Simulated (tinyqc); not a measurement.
Plane-wave Kohn-Sham cycle with exchange-only LDA in a layered model solid, step by step. Computed by tinyqc, a small Python program that keeps every step. Settings: points = 16, plane-wave index or count = 2, electrons = 4, k points = 3, area = 28.0, mixing = 1.0, iteration cap = 51. Command: `OMP_NUM_THREADS=1 python tinyqc.py 27044 27045 out.jsonl` (the two numbers bound the seeds that draw the settings). One thread of a shared host (Intel(R) Xeon(R) Processor @ 2.60GHz), about 0.03 s of CPU time with the checks.

A solid whose potential varies along x alone (atomic units):
```
parameter                      value
period a                   11.900000
cross-section of the cell  28.000000
electrons per cell                 4
grid points                       16
plane waves -n..n, n               2
k points                           3
V1 in V1 cos(2 pi x/a)     -0.190000
V2 in V2 cos(4 pi x/a)      0.000000
```

Stop when sqrt(dV sum R^2) is below 1e-8, dV = a A/N.

Course of the cycle:
```
iteration  E (hartree)  norm of the residual
1           -0.6405198              1.21e-01
2           -0.8430453              2.20e-01
3           -1.4264683              2.86e-01
4           -1.4157945              3.39e-01
5           -1.9727565              3.49e-01
6           -1.4960423              3.52e-01
7           -2.0020657              3.52e-01
8           -1.4984220              3.52e-01
9           -2.0028438              3.52e-01
10          -1.4984814              3.52e-01
11          -2.0028630              3.52e-01
...                ...                   ...
41          -2.0028635              3.52e-01
42          -1.4984829              3.52e-01
43          -2.0028635              3.52e-01
44          -1.4984829              3.52e-01
45          -2.0028635              3.52e-01
46          -1.4984829              3.52e-01
47          -2.0028635              3.52e-01
48          -1.4984829              3.52e-01
49          -2.0028635              3.52e-01
50          -1.4984829              3.52e-01
51          -2.0028635              3.52e-01
```

Can the last value be used, and what does the course show?

Not by the stop rule. Not converged within 51 iterations: the residual has stopped falling: the iteration swings between two states. Reruns (cap 100 unless said): mixing 0.1: not converged; mixing 0.5, Kerker q0 1.0: converged in 45 (E = -0.53384); mixing 0.3, Pulay depth 5: converged in 10 (E = -0.53384); the original settings with a cap of 400: not converged.
